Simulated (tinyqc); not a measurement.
From in-phase Delta T_s back to substrate conductivity kappa: the 3-omega method: a line heater on a substrate with a thin film. Computed by tinyqc, a small Python program. Command: `OMP_NUM_THREADS=1 python tinyqc.py 3021019 3021020 out.jsonl threeomega inv`. One thread of a shared host (Intel(R) Xeon(R) Processor @ 2.30GHz), about 0.03 s of CPU time with the checks.

A current at angular frequency omega = 2 pi f heats the line at 2 omega with the amplitude P per length; the temperature swing Delta T at 2 omega gives a voltage at 3 omega. The substrate is taken as semi-infinite and isotropic, and the heat capacity of heater and film is left out.

Inputs (values chosen for the exercise, modelled on a phase-change telluride on silicon):

| quantity | value | unit |
|---|---|---|
| substrate heat capacity C | 1.6 | 1e6 J/(m^3 K) |
| heater half-width b | 2.5 | micrometre |
| power amplitude per length P | 28 | W/m |
| current frequency f | 110 | Hz |
| substrate thickness d_s | 380 | micrometre |

Method:
- D = kappa/C; q = sqrt(2 i omega/D); penetration depth 1/|q| = sqrt(D/(2 omega)).
- Delta T_s = (P/(pi kappa)) int_0^infinity (sin x/x)^2 / sqrt(x^2 + (q b)^2) dx with (q b)^2 = i |q b|^2, averaged over the heater width (12 Gauss-Legendre points on each of the pieces 0, 14 log-spaced edges from 1e-5 to 1, and multiples of pi to 40 pi; the tail adds 1/(4 (40 pi)^2)).
- For |q| b much below 1: Delta T_s = (P/(pi kappa)) [-ln(|q| b) + eta - i pi/4], eta = 3/2 - C_E = 0.92278, with Euler's C_E = 0.5772157.

Task: A run gave the result below. Find the substrate conductivity kappa, known to lie between 140 and 180 W/(m K).

in-phase Delta T_s = 0.3176134 K

Result:

Each step takes the trial c = (a f_b - b f_a)/(f_b - f_a), f being the result less the target and a, b, c the logarithms of the listed values; c replaces end b, the old b replaces a if the sign of f changed, and otherwise f_a is halved.

Scan of the range:

| substrate conductivity kappa (W/(m K)) | in-phase Delta T_s (K) |
|---|---|
| 140 | 0.352326 |
| 146 | 0.339128 |
| 152 | 0.326922 |
| 159 | 0.313791 |
| 166 | 0.301716 |
| 173 | 0.290571 |
| 180 | 0.280253 |

False position (Illinois rule, in the logarithm of the input) inside the bracket:

| step | end a | end b | trial | in-phase Delta T_s (K) |
|---|---|---|---|---|
| 1 | 152.000 | 159.000 | 156.930 | 0.317559 |
| 2 | 152.000 | 156.930 | 156.871 | 0.317666 |
| 3 | 156.930 | 156.871 | 156.900 | 0.317613 |
| 4 | 156.871 | 156.900 | 156.900 | 0.317613 |

In-phase Delta T_s falls at every point of a 13-point scan of the range (every second point is shown), so one value fits; it is bracketed by 152 and 159. Answer: substrate conductivity kappa = 156.9 W/(m K).

Caution: the penetration depth exceeds a fifth of the substrate thickness, so the back face is felt and the semi-infinite formula fails.
